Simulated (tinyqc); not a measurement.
Dopant redistribution at a moving silicon-oxide interface during parabolic oxidation: one step, computed by the program tinyqc. Command: `OMP_NUM_THREADS=1 python tinyqc.py 3027998 3027999 out.jsonl segox walk`. One thread of a shared host (Intel(R) Xeon(R) Processor @ 2.30GHz), about 0.01 s of CPU time with the checks.

Uniformly doped silicon is oxidised with x_ox = sqrt(B t); the interface advances into the silicon by alpha x_ox, alpha = 0.44. The dopant does not move in the oxide, and at the interface C(silicon) = m C(oxide).

Task: Interface concentration. With the dopant diffusivity D and s = alpha x_ox/(2 sqrt(D t)), in the silicon C = C_B + (C_s - C_B) erfc(y/(2 sqrt(D t)))/erfc(s), y from the original surface. Dopant balance at the interface gives C_s/C_B = 1/[1 + (1/(m alpha) - 1) g], g = sqrt(pi) s exp(s^2) erfc(s).

Inputs (values chosen for the exercise, modelled on boron in silicon under steam): segregation coefficient m = C(silicon)/C(oxide) = 0.23; bulk doping C_B = 2.6e+16 1/cm^3; temperature T = 1000 C.

s = 1.629019

Give: g; ratio C_s/C_B; C_s in the silicon; concentration in the oxide.

Result:

g = 0.8710

ratio C_s/C_B = 0.1145

C_s in the silicon = 2.976e+15 1/cm^3

concentration in the oxide = 1.294e+16 1/cm^3

m alpha = 0.101: the oxide takes more dopant than the consumed silicon held, so the silicon is depleted. For a very fast interface the ratio would tend to m alpha. Caution: parabolic growth needs an oxide much thicker than the Deal-Grove length A, which fails for thin films and low temperatures; oxidation-enhanced or retarded diffusion is ignored.
